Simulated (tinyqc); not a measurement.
# Round nanowire with a gate all round, subbands and threshold shift from confinement: effects of single changes

Undoped body with a flat potential across it, hard walls, transport along x. One isotropic valley (g = 1, mx = my = mz = me). Non-parabolicity enters the subband edges through E (1 + al E) = gamma, so E = 2 gamma/(1 + sqrt(1 + 4 al gamma)); motion within a subband is taken as parabolic with the band-edge mass. Energies are counted from the bulk band edge.

Values chosen for this exercise; masses close to those of GaAs:
```
symbol   value     unit                                                meaning
T          300        K                                            temperature
me      0.0677       m0                                  mass at the band edge
al        0.57     1/eV                                       non-parabolicity
t          6.1       nm                                               diameter
dl           0       nm  widening of the box by penetration into the insulator
Cg         2.5  uF/cm^2                 gate capacitance per area of interface
```

Constants: q = 1.602176634e-19 C, kB = 1.380649e-23 J/K, hbar = 1.054571817e-34 J s, m0 = 9.1093837015e-31 kg, Vt = kB T/q, hbar^2/(2 m0) = 0.0380998212 eV nm^2. Results are converted to the units shown.

Each table varies one quantity; the others keep the values above.

## Confinement against the diameter

gamma = C (2 z/(t + dl))^2 (1/my + 1/mz)/2, z the zeros of the Bessel functions J_l (2.404826, 3.831706, 5.135622, 5.520078, ...), twofold for l > 0; the mean inverse mass is an approximation for anisotropic valleys, C = hbar^2/(2 m0). Each subband has N_k = g sqrt(2 mx m0 kB T/(pi hbar^2)); without degeneracy n = exp(EF/Vt) sum N_k exp(-E_k/Vt). Classical value Nc times pi t^2/4, Nc = sum over valleys of 2 g (m m0 kB T/(2 pi hbar^2))^1.5 with m = (mx my mz)^(1/3). Threshold shift dVT = Vt ln(classical value/sum N_k exp(-E_k/Vt)). With degeneracy n = sum N_k F((EF - E_k)/Vt), F(x) = (1/sqrt(pi)) int_0^infinity u^(-1/2) du/(1 + exp(u - x)); gate: Vg = EF + q n/(Cg P), P = pi t, summed over the 60 lowest subbands at most, with Vg counted from the value that would put EF at the bulk band edge of an empty body. The last two columns are for Vg = 0.6 V; sensitivity d(dVT)/dt by central differences between 0.99 and 1.01 times the value.

Results:
```
t (nm)	E_1 (meV)	gap to the next edge (meV)	dVT (mV)	sensitivity (mV/nm)	n/P (cm^-2)	share of the lowest subband (%)
3	941.4	867.0	846.9	-448.0	2.363e6	100.0
3.8	656.2	654.1	573.9	-257.9	8.733e10	100.0
4.8	449.7	485.8	379.5	-144.9	1.336e12	100.0
6.1	298.9	349.6	241.1	-77.09	1.869e12	99.90
9.8	126.4	168.2	93.06	-18.99	3.165e12	45.14
12	86.17	119.3	62.83	-9.753	3.664e12	32.33
16	49.46	71.33	38.29	-3.785	4.400e12	19.80
20	31.96	47.10	27.44	-1.946	4.933e12	13.68
```

Estimate the missing row, t = 7.7 nm.

Computed row:
```
t (nm)	E_1 (meV)	gap to the next edge (meV)	dVT (mV)	sensitivity (mV/nm)	n/P (cm^-2)	share of the lowest subband (%)
7.7	197.4	247.3	151.6	-39.86	2.386e12	73.15
```

With this row back in the table: As t grows from 3 to 20 nm, E_1 falls from 941 to 32.0 meV and dVT falls from 847 to 27.4 mV. E_1 goes as t^(-1.53) at the thin end (-2 for a parabolic band without penetration); a thickness error of 0.2 nm moves the threshold by 90 mV in the first row and 0.39 mV in the last. The charge per interface area rises from 2.36e6 to 4.93e12 cm^-2. For t = 7.7, 9.8, 12, 16, 20 the charge in the last two columns would bend the potential across the body noticeably, which is left out.

## Charge and subband filling against gate voltage

Same model as above.

Each subband has N_k = g sqrt(2 mx m0 kB T/(pi hbar^2)). Cq = q dn/dEF.

Charge and subband filling against gate voltage:
```
Vg (V)	EF - E_1 (eV)	n (cm^-1)	n/P (cm^-2)	share of the lowest subband (%)	Cq/(Cg P)	total C/(Cg P)
0.15	-0.1491	3780	1.972e9	100.0	0.004879	0.004855
0.27	-0.03718	2.466e5	1.287e11	100.0	0.2751	0.2157
0.4	0.04578	1.653e6	8.627e11	100.0	0.6718	0.4018
0.52	0.1235	2.917e6	1.522e12	99.99	0.4328	0.3021
0.65	0.2187	3.959e6	2.066e12	99.62	0.3294	0.2478
0.77	0.3032	5.019e6	2.619e12	92.81	0.6793	0.4045
0.9	0.3636	7.102e6	3.706e12	71.89	1.581	0.6125
1.02	0.4100	9.301e6	4.853e12	58.33	1.471	0.5953
1.15	0.4673	1.148e7	5.988e12	50.48	1.099	0.5235
```

What does the comparison show?

EF passes E_1 = 0.299 eV at Vg = 0.323 V. The share of the lowest subband falls from 100 to 50.5 % and the total capacitance moves up and down between 0.00486 and 0.612 of Cg P. In the last row 44 % of an added gate voltage goes into raising EF (from the last two rows). For Vg = 1.02, 1.15 the charge would bend the potential across the body noticeably, which is left out.

tinyqc, about 0.1 s, one thread, Intel Xeon 2.30GHz (shared host): `OMP_NUM_THREADS=1 python tinyqc.py 2350049 2350050 out.jsonl`
